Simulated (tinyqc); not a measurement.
# p-n heterojunction, non-linear Poisson equation by Newton steps, Boltzmann statistics: starts and damping rules compared

One dimension, material 1 (p-type) at x < 0 and material 2 (n-type) at x > 0. Band edges: Ec = -psi in material 1 and -psi + dEc in material 2, Ev = Ec - Eg. Flat quasi-Fermi levels: 0 for holes, +V for electrons. n = Nc F((EFn - Ec)/Vt), p = Nv F((Ev - EFp)/Vt), with F(eta) = exp(eta) (Boltzmann statistics); full ionisation, no interface charge, classical densities; the doping types are chosen for the exercise.

a_i = eps0 eps_r/h_i for the interval from node i to i + 1, with h_i = x_(i+1) - x_i in cm.

n_i = Nc F(a_n), a_n = (V - Ec_i)/Vt; p_i = Nv F(a_p), a_p = (Ec_i - Eg)/Vt; rho_i = p_i - n_i + C_i with C = -N1 or +N2; g_i = (n_i + p_i)/Vt. Box widths w_i = (h_(i-1) + h_i)/2 in cm. Residual F_i = a_i (psi_(i+1) - psi_i) - a_(i-1) (psi_i - psi_(i-1)) + q rho_i w_i; Jacobian: a_(i-1) and a_i beside the diagonal, b_i = -a_(i-1) - a_i - q g_i w_i on it. The two end nodes are fixed.

Iterations until the largest undamped |d| is below 1e-9 V (the last, tiny step is counted), with a cap of 100; "overflow" would mean that an exponential left the range of double precision. Starts:
- neutral: psi_L on the nodes of material 1 and psi_R on those of material 2.
- smooth: psi_L + (psi_R - psi_L)(1 + tanh(x/s))/2 on the inner nodes with s = 47 nm, psi_L and psi_R on the ends.
- linear: A straight line in x from psi_L to psi_R.

Rules for the step d, which solves the tridiagonal system a_(i-1) d_(i-1) + b_i d_i + a_i d_(i+1) = -F_i:
- full Newton steps: the full step is added.
- logarithmic damping: each component d is damped to sign(d) Vt ln(1 + |d|/Vt) before it is added.
- steps capped at 4 Vt: if the largest |d| exceeds 4 Vt, the whole step is scaled down so that it equals 4 Vt.
- halved steps: half of the step is added while the largest |d| exceeds 1.5 Vt, the full step after that.

Parameters, values chosen for the exercise; band and dielectric values close to those of Ge and GaAs:
```
symbol    value   unit                                          meaning
T           300      K                                      temperature
Eg1       0.666     eV                           band gap of material 1
er1        15.8                     relative permittivity of material 1
Nc1     9.94e18  cm^-3  conduction-band density of states of material 1
Nv1     6.09e18  cm^-3     valence-band density of states of material 1
Eg2        1.43     eV                           band gap of material 2
er2        13.1                     relative permittivity of material 2
Nc2     4.46e17  cm^-3  conduction-band density of states of material 2
Nv2     8.93e18  cm^-3     valence-band density of states of material 2
dEc         0.2     eV                 conduction-band offset Ec2 - Ec1
N1       1.7e17  cm^-3                   acceptor density of material 1
N2         3e16  cm^-3                      donor density of material 2
V             0      V                    bias of side 1 against side 2
```

Constants: q = 1.602176634e-19 C, kB = 1.380649e-23 J/K, Vt = kB T/q, eps0 = 8.8541878128e-14 F/cm where lengths are in cm. Results are converted to the units shown.

```
node,x (nm),material
0,-131,1
1,-95,1
2,-65.8,1
3,-41.9,1
4,-22.4,1
5,-6.5,1
6,6.5,2
7,26.2,2
8,56,2
9,101,2
10,169,2
11,273,2
12,429,2
```

```
interval,eps_r
0,15.8
1,15.8
2,15.8
3,15.8
4,15.8
5,14.3239
6,13.1
7,13.1
8,13.1
9,13.1
10,13.1
11,13.1
```

psi_L = -0.573486 V
psi_R = 0.130222 V

Iterations needed:
```
,full Newton steps,logarithmic damping,steps capped at 4 Vt,halved steps
neutral,7,15,9,9
smooth,11,10,7,7
linear,30,10,8,15
```

What does the table show?

The fewest iterations, 7, are needed by full Newton steps from the neutral start and steps capped at 4 Vt from the smooth start and halved steps from the smooth start. Every pairing converges. Lowest count for the worst start: steps capped at 4 Vt, at most 9 iterations.

Computed by the program tinyqc: `OMP_NUM_THREADS=1 python tinyqc.py 2040044 2040045 out.jsonl`, one thread of a shared Intel Xeon 2.30GHz, about 0.04 s for the whole run.
